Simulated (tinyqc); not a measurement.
Trap density and grain size from the barrier.

Question. With all traps filled Vb = q Qt^2/(8 eps0 eps_r N), and in that limit the barrier is largest at N* = Qt/Lg. Find Qt, Lg and the depleted width Qt/N.

Parameters, values chosen for the exercise: relative permittivity of the semiconductor eps_r = 11.7.

Constants: q = 1.602176634e-19 C, eps0 = 8.8541878128e-14 F/cm where lengths are in cm. Results are converted to the units shown.

barrier at N = 1.8e18 cm^-3 = 0.015465922 V
doping of the largest barrier = 6e17 cm^-3

Solution. The barrier gives Qt, and N* then gives Lg.

Qt = 1.20e12 cm^-2
Lg = 20.0 nm
depleted width = 6.67 nm

Program tinyqc, `OMP_NUM_THREADS=1 python tinyqc.py 2610149 2610150 out.jsonl`; Intel Xeon 2.30GHz, shared host, one thread, about 0.01 s.
